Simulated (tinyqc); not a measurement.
Polarisation and half-bias from two TMR values.

Question. A tunnel junction has TMR = TMR0/(1 + (V/Vh)^2), TMR0 = 2 P1 P2/(1 - P1 P2). Find TMR0, Vh and P2.

Inputs (values chosen for the exercise): spin polarisation of the reference layer P1 = 0.52.

TMR at 0.1 and 0.5 V (%): 72.301160  45.477419

Answer. 1/TMR is linear in V^2, and P1 P2 = TMR0/(2 + TMR0).

TMR0 = 74.12 %
Vh = 0.6300 V
P2 = 0.5200

tinyqc, about 0.01 s, one thread, Intel Xeon 2.30GHz (shared host): `OMP_NUM_THREADS=1 python tinyqc.py 2450127 2450128 out.jsonl`
